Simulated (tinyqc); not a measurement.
# Time-domain thermoreflectance: layered heat flow under a modulated pulse train, and what the signal ratio measures, step by step

A worked calculation. Computed by tinyqc, a small Python program that keeps every step. Command: `OMP_NUM_THREADS=1 python tinyqc.py 3111128 3111129 out.jsonl tdtr walk`. One thread of a shared host (Intel(R) Xeon(R) Processor @ 2.30GHz), about 0.1 s of CPU time with the checks. Intermediate numbers are printed to about 6 digits and carried at full precision; extremes and crossings named in words are read from the listed rows.

Pulses repeat at 80 MHz; heat is laid down at the surface, all layers are isotropic.

Inputs (values chosen for the exercise, modelled on aluminium on silica):

| quantity | value | unit |
|---|---|---|
| metal thickness d | 87 | nm |
| metal conductivity | 190 | W/(m K) |
| metal heat capacity | 2.42 | MJ/(m^3 K) |
| boundary conductance G under the metal | 130 | MW/(m^2 K) |
| substrate conductivity kappa | 1.42 | W/(m K) |
| substrate heat capacity C | 1.66 | MJ/(m^3 K) |
| modulation frequency f | 2 | MHz |
| spot radius w (1/e^2, pump and probe) | 20 | micrometre |
| delay t | 130 | ps |

Stack: metal, substrate.

## Length and time scales

Penetration depth sqrt(kappa/(pi f C)); effusivity sqrt(kappa C); cooling time of the metal d C_m/G; Kapitza length kappa/G.

penetration depth = 0.368978 micrometre

effusivity = 1535.32 W s^(1/2)/(m^2 K)

cooling time of the metal = 1619.54 ps

Kapitza length = 10.9231 nm

depth over spot radius = 0.0184489

## Impedance at k = 0 and the modulation frequency

For radial wave number k and angular frequency W each layer has u = sqrt(4 pi^2 k^2 + i W C/kappa) and gamma = kappa u. Surface impedance from below: Z = 1/gamma for the substrate; a layer of thickness L maps Z to (Z + tanh(u L)/gamma)/(1 + gamma Z tanh(u L)); a boundary adds 1/G. Take k = 0 and W = 2 pi f.

Z of the substrate = 129.922-129.922i m^2 K/GW

Z at the surface = 71.328-115.993i m^2 K/GW

## Response at the modulation frequency

Response per absorbed watt H(W) = 2 pi int_0^(2/w) Z(k, W) exp(-pi^2 k^2 w^2) k dk by 20 Gauss-Legendre points.

H(2 pi f) = 0.0577833-0.0901407i K/mW

phase of H(2 pi f) = -57.3387 degrees

## Signal at one delay

Signal: X + iY = sum_(m = -M..M) H(2 pi (f + m f_r)) exp(i 2 pi m f_r t) exp(-pi (m/M)^2 x 4), f_r = 80 MHz, M = 4000, with H(-W) the complex conjugate of H(W); V_in = X, V_out = Y, ratio = -V_in/V_out.

V_in = 0.0852684 K/mW

V_out = -0.0897025 K/mW

ratio -V_in/V_out = 0.950569

## Ratio and sensitivities against delay

Sensitivity S = ln(ratio'/ratio)/ln(1.01) for a rise of one input by 1 %.

Ratio and sensitivities:

| t (ps) | ratio | S to kappa | S to G | S to d | S to C | S to w |
|---|---|---|---|---|---|---|
| 100 | 0.956150 | 0.289939 | -0.0147074 | -0.551034 | 0.289222 | -0.0692912 |
| 200 | 0.939230 | 0.284188 | -0.0205558 | -0.537413 | 0.283462 | -0.0696017 |
| 400 | 0.913379 | 0.274430 | -0.0259774 | -0.514748 | 0.273689 | -0.0700764 |
| 800 | 0.874570 | 0.259520 | -0.0301183 | -0.482683 | 0.258755 | -0.0708167 |
| 1500 | 0.823650 | 0.241223 | -0.0321738 | -0.445492 | 0.240422 | -0.0718959 |
| 2500 | 0.767303 | 0.223549 | -0.0325523 | -0.410787 | 0.222704 | -0.0733281 |
| 4000 | 0.699869 | 0.206189 | -0.0320598 | -0.377362 | 0.205282 | -0.0755418 |

The largest sensitivity in size at 100 ps is to d (-0.55). G is hardly felt. kappa and C enter almost alike, through the effusivity. At 400 ps an error of 3 % in d passes on as 6 % in kappa.

Checks made by the program: steady rise of a bare substrate, 1/(2 sqrt(pi) w kappa), from the same quadrature (relative difference below 1e-10).
